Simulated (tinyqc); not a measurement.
Weibull analysis of times to dielectric breakdown, with area scaling: two steps of the calculation.

Breakdown times follow F(t) = 1 - exp(-(t/t63)^beta). The 7 times below were drawn at random from beta = 1.2, t63 = 310 s and are treated as data; all samples failed.

Question 1. Median ranks and the Weibull scale. F_i = (i - 0.3)/(n + 0.4) for the sorted times, W_i = ln(-ln(1 - F_i)).

t, i 1 to 7 (s): 31.6  256  263  263  270  309  371

Give: F; W; ln t.

Answer 1.

```
i        F        W    ln t
1  0.09459  -2.3089  3.4532
2  0.22973  -1.3432  5.5452
3  0.36486  -0.7898  5.5722
4  0.50000  -0.3665  5.5722
5  0.63514   0.0082  5.5984
6  0.77027   0.3858  5.7333
7  0.90541   0.8579  5.9162
```

Question 2. Likelihood estimate of beta. Maximum likelihood: a(beta) = 1/beta with a = sum t^beta ln t/sum t^beta - mean ln t. Newton step: beta(new) = beta - [a - 1/beta]/[v + 1/beta^2], v the variance of ln t under the weights t^beta.

t, i 1 to 7 (s): 31.6  256  263  263  270  309  371
beta after iteration 1 = 1.6387807

Find: beta after iteration 2.

Answer 2.

beta after iteration 2 = 2.2983

Numbers from tinyqc (`OMP_NUM_THREADS=1 python tinyqc.py 2070063 2070064 out.jsonl`; about 0.01 s on one thread of a shared Intel Xeon 2.30GHz).
